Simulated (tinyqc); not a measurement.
From one set of inputs to another, one input at a time: the 3-omega method: a line heater on a substrate with a thin film. Computed by tinyqc, a small Python program. Command: `OMP_NUM_THREADS=1 python tinyqc.py 3003920 3003921 out.jsonl threeomega ladder`. One thread of a shared host (Intel(R) Xeon(R) Processor @ 2.30GHz), about 0.02 s of CPU time with the checks.

A current at angular frequency omega = 2 pi f heats the line at 2 omega with the amplitude P per length; the temperature swing Delta T at 2 omega gives a voltage at 3 omega. The substrate is taken as semi-infinite and isotropic, and the heat capacity of heater and film is left out.

The inputs printed are set A. Set A is modelled on a phase-change telluride on germanium; the values taken over come from a set modelled on silicon nitride on gallium arsenide. Inputs not listed in the table keep their values of set A, so the rows need not describe a real material.

Inputs (values chosen for the exercise, modelled on a phase-change telluride on germanium):
```
quantity                                    value           unit
substrate conductivity kappa                   60        W/(m K)
substrate heat capacity C                    1.68  1e6 J/(m^3 K)
heater half-width b                           3.3     micrometre
power amplitude per length P                   41            W/m
current frequency f                           850             Hz
film thickness t                              500             nm
film conductivity kappa_f                    0.56        W/(m K)
interface resistance R_i                      4.2       m^2 K/GW
substrate thickness d_s                      1000     micrometre
temperature coefficient of resistance beta    3.2         1e-3/K
voltage amplitude V_1                         2.2              V
```

Method:
- D = kappa/C; q = sqrt(2 i omega/D); penetration depth 1/|q| = sqrt(D/(2 omega)).
- Delta T_s = (P/(pi kappa)) int_0^infinity (sin x/x)^2 / sqrt(x^2 + (q b)^2) dx with (q b)^2 = i |q b|^2, averaged over the heater width (12 Gauss-Legendre points on each of the pieces 0, 14 log-spaced edges from 1e-5 to 1, and multiples of pi to 40 pi; the tail adds 1/(4 (40 pi)^2)).
- For |q| b much below 1: Delta T_s = (P/(pi kappa)) [-ln(|q| b) + eta - i pi/4], eta = 3/2 - C_E = 0.92278, with Euler's C_E = 0.5772157.
- One-dimensional flow across the film: Delta T_f = P (t/kappa_f + R_i)/(2 b); total in-phase swing Delta T = Delta T_s + Delta T_f; third-harmonic amplitude V_3 = V_1 beta |Delta T|/2 with the out-of-phase part included; the apparent film conductivity is t/(t/kappa_f + R_i).

Each row keeps all changes above it:
```
input moved                             from    to  in-phase Delta T_s (K)  apparent film conductivity (W/(m K))  film share of the in-phase swing
set A                                      -     -                 0.82365                                0.5574                           0.87123
interface resistance R_i (m^2 K/GW)      4.2   4.4                 0.82365                                0.5573                           0.87125
heater half-width b (micrometre)         3.3    17                 0.46938                                0.5573                           0.69744
substrate conductivity kappa (W/(m K))    60  46.8                 0.56797                                0.5573                           0.65577
current frequency f (Hz)                 850   280                 0.72021                                0.5573                           0.60037
film conductivity kappa_f (W/(m K))     0.56   2.7                 0.72021                                2.6373                           0.24095
power amplitude per length P (W/m)        41    12                 0.21079                                2.6373                           0.24095
film thickness t (nm)                    500   240                 0.21079                                2.5727                           0.13510
```

Which inputs carry the difference?

In-phase Delta T_s goes from 0.824 to 0.211, a factor 0.256 in all. The largest single move comes from power amplitude per length P (a factor 0.293), and current frequency f works against it (a factor 1.27). Apparent film conductivity goes from 0.557 to 2.57, a factor 4.62 in all. The largest single move comes from film conductivity kappa_f (a factor 4.73). Film share of the in-phase swing goes from 0.871 to 0.135, a factor 0.155 in all. The largest single move comes from film conductivity kappa_f (a factor 0.401). The single moves hold for this order of the switches; the total does not depend on the order.

Extremes, crossings and ranges named in words are read from the listed rows.
